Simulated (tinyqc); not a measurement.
Composition and strain of an epitaxial Si(1-x)Ge(x) layer from Raman and X-ray peaks: one step, computed by the program tinyqc.

A (001) layer, biaxially strained in the plane. The Raman peaks follow empirical lines omega = w0 + c1 x + c3 x^3 + b eps (c3 for Si-Ge alone), with eps the in-plane strain.

Problem. Lattice constants and strain. Relaxed lattice constant a(x) = a_Si + (a_Ge - a_Si) x - B x (1 - x). In-plane constant a_par = a_sub + R (a(x) - a_sub); eps = a_par/a(x) - 1; eps_perp = -(2 C12/C11) eps with 2 C12/C11 linear in x; a_perp = a(x) (1 + eps_perp).

Inputs (values chosen for the exercise, modelled on silicon-germanium): Ge fraction x = 0.55; degree of relaxation R = 0.1; lattice constant of Si = 5.431 angstrom; lattice constant of Ge = 5.658 angstrom; bowing B = 0.028 angstrom; 2 C12/C11 of Si = 0.775; 2 C12/C11 of Ge = 0.748.

Substrate: germanium.

Give: relaxed constant a(x); substrate constant a_sub; a_par; in-plane strain eps; strain along the normal; a_perp.

Solution.

relaxed constant a(x) = 5.54892 angstrom

substrate constant a_sub = 5.658 angstrom

a_par = 5.647092 angstrom

in-plane strain eps = 17.69 per mille

strain along the normal = -13.45 per mille

a_perp = 5.474 angstrom

The layer is under tension in the plane and is shortened along the normal.
